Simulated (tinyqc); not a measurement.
Molecular dynamics of a small cluster by velocity Verlet steps: one step, computed by the program tinyqc. Command: `OMP_NUM_THREADS=1 python tinyqc.py 3027307 3027308 out.jsonl verlet walk`. One thread of a shared host (Intel(R) Xeon(R) Processor @ 2.30GHz), about 0.07 s of CPU time with the checks.

E = sum_i {sum_j A exp(-p (r_ij/r0 - 1)) - xi sqrt(rho_i)}, rho_i = sum_j exp(-2 q (r_ij/r0 - 1)); the force on i is -sum_j w_ij (R_i - R_j)/r_ij with w_ij = -(2p/r0) A exp(-p (r_ij/r0 - 1)) + (xi q/r0) exp(-2 q (r_ij/r0 - 1)) (rho_i^(-1/2) + rho_j^(-1/2)).

Problem. State at the start. Velocity Verlet: a = c F/M with c = 9.648533212e-3 angstrom/fs^2 per eV/(angstrom u); R(new) = R + v dt + a dt^2/2; v(new) = v + (a + a(new)) dt/2. Kinetic energy K = M v^2/(2c); temperature T = 2K/((3N - 3) k_B), rotation of the cluster included.

Inputs (values chosen for the exercise, for model atoms):
```
quantity       value      unit
length r0        2.7  angstrom
repulsion A     0.14        eV
hopping xi      1.73        eV
decay p         10.5         -
decay q         2.95         -
atomic mass M    160         u
time step dt     4.1        fs
```

Potential: Gupta. Thermostat: none.

starting positions (angstrom):
```
            x      y      z
atom 1  -0.03   0.01  -0.09
atom 2   2.56  -0.01   0.02
atom 3   1.27   2.11   0.05
atom 4   1.21   0.75   1.99
atom 5   1.23    0.7  -2.07
```

starting velocities (angstrom/fs):
```
               x         y         z
atom 1   0.00035   0.00065   0.00042
atom 2  -0.00055  -0.00012   -0.0001
atom 3  -0.00026  -0.00024   0.00062
atom 4  -0.00096   -0.0007  -0.00102
atom 5   0.00141    0.0004     9e-05
```

Constants: 1 eV/(angstrom u) = 9.648533212e-03 angstrom/fs^2; k_B = 8.617333262e-05 eV/K.

Give: forces; potential energy; kinetic energy; temperature.

Solution.

forces (eV/angstrom):
```
              x        y        z
atom 1   0.3155  -0.0931   0.2169
atom 2  -0.5894   0.0977  -0.2368
atom 3   0.0549   0.4700  -0.8052
atom 4  -0.0327  -0.5233   0.1707
atom 5   0.2518   0.0487   0.6543
```

potential energy = -14.84 eV

kinetic energy = 0.05113 eV

temperature = 98.88 K
